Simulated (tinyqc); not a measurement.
Gap voltage and exponent from three temperatures.

Problem. At constant current VBE(T) = Vg0 - a T - eta (kB T/q) ln T, where a is a constant. Find Vg0, eta and dVBE/dT at the middle temperature.

Constants: q = 1.602176634e-19 C, kB = 1.380649e-23 J/K. Results are converted to the units shown.

T (K): 273  330  360
VBE at a constant current (V): 0.7302662304  0.6214071602  0.5629882275

Solution. The relation is linear in Vg0, a and eta, so three points give a linear system; the slope is (VBE - Vg0 - eta kB T/q)/T. eta rests on the curvature of VBE(T) alone, so real fits need accuracy of some tens of microvolts or better.

Vg0 = 1.169 V
eta = 3.200
dVBE/dT = -1.935 mV/K

Numbers from tinyqc (`OMP_NUM_THREADS=1 python tinyqc.py 2062084 2062085 out.jsonl`; about 0.01 s on one thread of a shared Intel Xeon 2.30GHz).
